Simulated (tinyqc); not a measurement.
What moves the Penn gap and the ionicity: Penn model of the dielectric constant and Phillips ionicity.

n = 32/a^3; Ep^2 = 8 pi c e2 n with c = hbar^2/2m0, e2 = e^2/(4 pi eps0); EF = c (3 pi^2 n)^(2/3); eps = 1 + (Ep/Eg)^2 S with S = 1 - Eg/(4 EF) + (Eg/(4 EF))^2/3, Eg the Penn gap. Core d shells are left out.

Phillips: bond length d = sqrt(3) a/4; homopolar gap Eh = 39.74 d^(-2.48) eV (d in angstrom); Eg^2 = Eh^2 + C^2; ionicity fi = C^2/Eg^2.

Constants: hbar^2/2m0 = 3.80998211 eV angstrom^2; e^2/(4 pi eps0) = 14.39964547 eV angstrom.

Parameters, chosen for this exercise (out of a larger set: near those of Ge; not measured data): a = 5.661 angstrom (cubic lattice constant, 32 valence electrons a cell); ei = 16.19 (high-frequency dielectric constant).

Eg from ei; fi = 1 - (Eh/Eg)^2, printed even where negative.

Results for these values:

| case | Ep (eV) | Eg (eV) | Eh (eV) | fi |
|---|---|---|---|---|
| base | 15.595 | 3.835 | 4.301 | -0.257 |

What happens to each result for ei = 14.57, all else kept?

Answer: Ep does not change at the printed digits; Eg rises from 3.835 to 4.048; Eh does not change at the printed digits; fi rises from -0.257 to -0.129.

The same for each parameter in turn:

| case | Ep (eV) | Eg (eV) | Eh (eV) | fi |
|---|---|---|---|---|
| base | 15.595 | 3.835 | 4.301 | -0.257 |
| a = 5.774 angstrom | 15.140 | 3.722 | 4.095 | -0.211 |
| ei = 14.57 | 15.595 | 4.048 | 4.301 | -0.129 |

For an elemental crystal fi should vanish; the values measure the misfit of the rule for Eh and the missing d-shell factor.

Run: tinyqc, `OMP_NUM_THREADS=1 python tinyqc.py 1650673 1650674 out.jsonl`; Intel(R) Xeon(R) Processor @ 2.30GHz, one thread, shared host; about 0.01 s of CPU time with all checks.
